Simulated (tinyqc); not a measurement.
## Barrier and mass from two Fowler-Nordheim currents

Problem. Fowler-Nordheim tunnelling through a dielectric follows J = A F^2 exp(-B/F), A = q^2 me/(16 pi^2 hbar m1 phi1) (A/V^2 with phi1 in volts), B = (4/3) sqrt(m1/C) phi1^1.5 (V/nm), C = hbar^2/(2 m0). Find B, A, phi1 and m1.

Values chosen for this exercise: emitter mass in the supply function me = 0.34 m0.

Constants: q = 1.602176634e-19 C, hbar = 1.054571817e-34 J s, m0 = 9.1093837015e-31 kg, hbar^2/(2 m0) = 0.0380998212 eV nm^2. Results are converted to the units shown.

J at F = 0.86 and 1.38 V/nm (A/cm^2): [0.95161609, 1763.7240]

Solution. The slope of ln(J/F^2) against 1/F is -B and the intercept gives A. A fixes the product m1 phi1, and B = (4/3) phi1 sqrt(m1 phi1/C) then gives phi1.

B = 15.02 V/nm
A = 4.921e-7 A/V^2
phi1 = 2.130 eV
m1 = 0.5000 m0

Computed by the program tinyqc: `OMP_NUM_THREADS=1 python tinyqc.py 2540169 2540170 out.jsonl`, one thread of a shared Intel Xeon 2.30GHz, about 0.05 s for the whole run.
